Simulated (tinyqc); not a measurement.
Heavy doping: gap narrowing, degeneracy and the minority density: one step. Degeneracy of the majority band. Two cases, with inputs chosen for the exercise.

Task: Solve for eta and form gam.

F_j(eta) = (1/Gamma(j + 1)) integral_0^infinity x^j dx/(1 + exp(x - eta)), which tends to exp(eta) for eta << 0.

Majority: N = Nc F_1/2(eta), eta the distance of EF beyond the majority band edge in kT. Degeneracy factor gam = F_1/2(eta)/exp(eta). ni0^2 = Nc Nv exp(-Eg/kT); product n p = ni0^2 gam exp(dEg/kT), dEg the true narrowing; apparent narrowing dEa = dEg + kT ln gam; minority density = n p/N.

Give: N/Nc; eta; gam.

Case 1.

Values chosen (out of a larger set: gap and densities of states near those of Ge at this temperature; narrowing constants of the size fitted for Si, not for this material; not measured data): N = 6.6e+17 1/cm^3 (ionised donors, equal to the majority density); Nc = 1.04e+19 1/cm^3 (conduction-band density of states).

Result:

N/Nc = 0.06346
eta = -2.7349
gam = 0.9778

Case 2.

Values chosen (out of a larger set: gap and densities of states near those of GaAs at this temperature; narrowing constants of the size fitted for Si, not for this material; not measured data): N = 5.3e+16 1/cm^3 (ionised donors, equal to the majority density); Nc = 6.78e+17 1/cm^3 (conduction-band density of states).

Result:

N/Nc = 0.07817
eta = -2.5212
gam = 0.9728

Computed by tinyqc, one run a case: `OMP_NUM_THREADS=1 python tinyqc.py N N+1 out.jsonl` with N = 1680282, 1680712; one thread of a shared Intel(R) Xeon(R) Processor @ 2.30GHz, about 0.01 s a run at most.
